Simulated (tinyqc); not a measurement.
# Schottky diode by the thermionic emission-diffusion theory: effects of single changes

Metal on an n-type semiconductor with one parabolic valley; V > 0 is forward bias (metal positive). The band bends as a parabola over the depletion layer, by Vd = Vbi - V; no image force. Carriers drift and diffuse up to the interface and leave it with the velocity vR.

Values chosen for this exercise; band and dielectric values close to those of gallium arsenide:

| symbol | value | unit | meaning |
|---|---|---|---|
| T | 350 | K | temperature |
| me | 0.0659 | m0 | electron mass |
| eps_r | 13 |  | relative permittivity |
| mun | 400 | cm^2/(V s) | electron mobility |
| phi | 0.36 | eV | barrier height seen from the metal |
| Nd | 2.8e16 | cm^-3 | donor density |
| V | 0.06 | V | bias |

Constants: q = 1.602176634e-19 C, kB = 1.380649e-23 J/K, h = 6.62607015e-34 J s, m0 = 9.1093837015e-31 kg, Vt = kB T/q, eps0 = 8.8541878128e-14 F/cm where lengths are in cm. Results are converted to the units shown.

Each table varies one quantity; the others keep the values above.

## Current against voltage

A* = 4 pi q me m0 kB^2/h^3 (times 1e-4 for A/(cm^2 K^2)); Nc = 2 (2 pi me m0 kB T/h^2)^1.5 (times 1e-6 for cm^-3); Vbi = phi - Vt ln(Nc/Nd); vR = A* T^2/(q Nc). LD = sqrt(eps0 eps_r Vt/(q Nd)), a = sqrt((Vbi - V)/Vt), D(a) = exp(-a^2) int_0^a exp(s^2) ds (Dawson), vD = mun Vt/(sqrt(2) LD D(a)). J = q Nc [vR vD/(vR + vD)] exp(-phi/Vt) [exp(V/Vt) - 1]. Ideality n = (dV/d ln[J/(1 - exp(-V/Vt))])/Vt.

Results:
```
V (V),vD (cm/s),vD/(vR + vD),J (A/cm^2),n
0.05,1.520e7,0.5732,15.47,1.037
0.069,1.437e7,0.5594,31.47,1.044
0.087,1.353e7,0.5446,58.46,1.051
0.106,1.259e7,0.5267,109.1,1.061
0.125,1.160e7,0.5061,199.6,1.075
0.143,1.060e7,0.4836,349.0,1.091
0.181,8.396e6,0.4259,1090,1.135
```

Estimate the missing row, V = 0.162 V.

Computed row:
```
V (V),vD (cm/s),vD/(vR + vD),J (A/cm^2),n
0.162,9.503e6,0.4564,621.0,1.112
```

With this row back in the table: vD falls from 1.52e7 to 8.40e6 cm/s and the share vD/(vR + vD) falls from 0.573 to 0.426; n goes from 1.037 to 1.135. It exceeds 1 only as far as vD, which falls with the surface field, limits the current.

## Effect of the mobility

Same model as above.

The same in every row: vR (cm/s) = 1.1319e7.

Results:
```
mun (cm^2/(V s)),vD (cm/s),vD/(vR + vD),J (A/cm^2)
1.2,44311,0.0038996,0.15637
4.4,1.6247e5,0.014151,0.56746
16,5.9082e5,0.049608,1.9893
210,7.7544e6,0.40656,16.303
750,2.7694e7,0.70987,28.466
2700,9.9700e7,0.89805,36.011
9800,3.6187e8,0.96967,38.883
```

Estimate the missing row, mun = 57 cm^2/(V s).

Computed row:
```
mun (cm^2/(V s)),vD (cm/s),vD/(vR + vD),J (A/cm^2)
57,2.1048e6,0.15680,6.2875
```

With this row back in the table: J rises from 0.156 to 38.9 A/cm^2, as mun^(0.99) between the first two rows and mun^(0.06) between the last two. vD equals vR at mun = 307 cm^2/(V s): below that diffusion limits the current, above it emission. In 2 of the 8 rows vD exceeds 3e7 cm/s, beyond usual saturation velocities, since the low-field mobility is used at the surface field.

## Effect of the doping

Same model as above.

The same in every row: vR (cm/s) = 1.132e7.

Effect of the doping:
```
Nd (cm^-3),vD (cm/s),vD/(vR + vD),J (A/cm^2)
6.1e14,1.287e6,0.1021,4.094
1.7e15,2.590e6,0.1862,7.468
4.5e15,4.860e6,0.3004,12.04
1.2e16,8.905e6,0.4403,17.66
3.3e16,1.627e7,0.5897,23.65
9.1e16,2.929e7,0.7213,28.92
```

vD rises from 1.29e6 to 2.93e7 cm/s, as Nd^(0.62) at fixed mobility, and J rises from 4.09 to 28.9 A/cm^2, while the pure emission value 40.1 A/cm^2 does not depend on Nd.

tinyqc, about 0.01 s, one thread, Intel Xeon 2.30GHz (shared host): `OMP_NUM_THREADS=1 python tinyqc.py 2640115 2640116 out.jsonl`
